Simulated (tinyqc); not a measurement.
Inside a calculation. Model: ellipsometry and reflectance of a transparent film on an absorbing substrate.

Numbers from tinyqc (`OMP_NUM_THREADS=1 python tinyqc.py 2870194 2870195 out.jsonl`; about 0.6 s on one thread of a shared Intel Xeon 2.30GHz). Printed values are rounded.

Air (index 1), film, substrate with N2 = n2 - i k2; time factor exp(+i w t). q_j = sqrt(N_j^2 - sin^2 th), root with positive real part. Fresnel coefficients r_s = (q_a - q_b)/(q_a + q_b), r_p = (N_b^2 q_a - N_a^2 q_b)/(N_b^2 q_a + N_a^2 q_b). tan(Psi) exp(i Delta) = R_p/R_s, Delta taken from 0 to 360 degrees.

Inputs (values chosen for the exercise); indices close to those of photoresist on silicon:

| symbol | value | unit | meaning |
|---|---|---|---|
| lam | 405 | nm | wavelength |
| th | 60 | degrees | angle of incidence |
| n1 | 1.627 |  | index of the transparent film |
| d | 53 | nm | film thickness |
| n2 | 5.42 |  | index of the substrate |
| k2 | 0.329 |  | extinction coefficient of the substrate |

## Interface coefficients and thickness period

q0, q1, q2 and the coefficients r01 and r12 for p and s; the results repeat in d with the period lam/(2 q1).

q0 = 0.5
q1 = 1.37736
q2 = 5.35063-0.33327i
r01,p = -0.0199185
r01,s = -0.467338
r12,p = 0.482416-0.022664i
r12,s = -0.591560+0.020232i
period = 147.020 nm

## Psi, Delta and reflectances

beta = 2 pi d q1/lam, X = exp(-2 i beta), R = (r01 + r12 X)/(1 + r01 r12 X) for p and s.

beta = 1.13253 rad
X = -0.639817-0.768527i
R_p = -0.346240-0.351508i
R_s = -0.213171+0.487446i
Psi = 42.8429 degrees
Delta = 111.812 degrees
|R_p|^2 = 0.243440
|R_s|^2 = 0.283045

The bare substrate gives Psi = 29.40 and Delta = 177.84 degrees.
